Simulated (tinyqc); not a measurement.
The best anneal temperature for the time t: solubility, supersaturation, precipitation and gettering of an impurity in a silicon-like host. Computed by tinyqc, a small Python program. Command: `OMP_NUM_THREADS=1 python tinyqc.py 3021773 3021774 out.jsonl ripen walk`. One thread of a shared host (Intel(R) Xeon(R) Processor @ 2.30GHz), about 0.01 s of CPU time with the checks.

The wafer was saturated at T1 and is then held at T.

Inputs (values chosen for the exercise, modelled on cobalt in silicon):

| quantity | value | unit |
|---|---|---|
| site density N0 | 5e+22 | 1/cm^3 |
| enthalpy of solution H | 2.83 | eV |
| entropy of solution S | 7 | k_B |
| diffusion prefactor D0 | 0.00092 | cm^2/s |
| migration energy Q | 0.534 | eV |
| temperature of saturation T1 | 1450 | K |
| anneal temperature T | 1054 | K |
| sink density n | 3.5e+07 | 1/cm^3 |
| initial sink radius r0 | 57 | nm |
| impurity density in the precipitate C_p | 2.7e+22 | 1/cm^3 |
| interface energy gamma | 0.66 | J/m^2 |
| anneal time t | 22 | s |

Constants: k_B = 8.617333262e-05 eV/K; k_B = 1.380649e-23 J/K.

Method:
- C_eq(T) = N0 exp(S/k_B - H/(k_B T)); D(T) = D0 exp(-Q/(k_B T)); C0 = C_eq(T1). Supersaturation s = C0/C_eq(T); critical radius r* = 2 gamma/(C_p k_B T ln s); barrier W* = (4 pi/3) gamma r*^2. Strain energy is left out.
- r_f = [r0^3 + 3 (C0 - C_eq)/(4 pi n C_p)]^(1/3), tau_f = 1/(4 pi n r_f D).
- Growing sinks: with y = r/r_f and y0 = r0/r_f, dy/dt = (1 - y^3)/(3 tau_f y), which integrates to t/tau_f = F(y) - F(y0), F(y) = (1/2) ln[(1 + y + y^2)/(1 - y)^2] - sqrt(3) arctan[(2y + 1)/sqrt(3)]; the share of the excess left is (1 - y^3)/(1 - y0^3), and C(t) = C_eq + (C0 - C_eq) x share.

C0 = 7.99419e+15 1/cm^3

Dissolved share after t:

| T (K) | C_eq/C0 | tau_f (s) | C(t)/C0 |
|---|---|---|---|
| 652 | 9.1442e-13 | 2547.7 | 0.99620 |
| 754 | 8.3249e-10 | 704.3 | 0.98608 |
| 870 | 2.7701e-07 | 235.4 | 0.95715 |
| 986 | 2.3506e-05 | 101.8 | 0.89680 |
| 1102 | 7.8309e-04 | 52.6 | 0.79304 |
| 1218 | 1.3379e-02 | 30.9 | 0.65014 |
| 1320 | 1.0747e-01 | 21.5 | 0.55604 |
| 1392 | 3.8918e-01 | 18.9 | 0.65333 |

What follows from these numbers?

The lowest dissolved share among these rows is 0.56 at 1320 K. Above it solubility sets the floor; below it diffusion is too slow for this time. Solubility falls with H = 2.83 eV and diffusion with Q = 0.534 eV. Caution: the barrier to homogeneous nucleation is below 35 k_B T for these inputs, so new precipitates would form and outnumber the fixed sinks assumed here.

Extremes, crossings and ranges named in words are read from the listed rows.
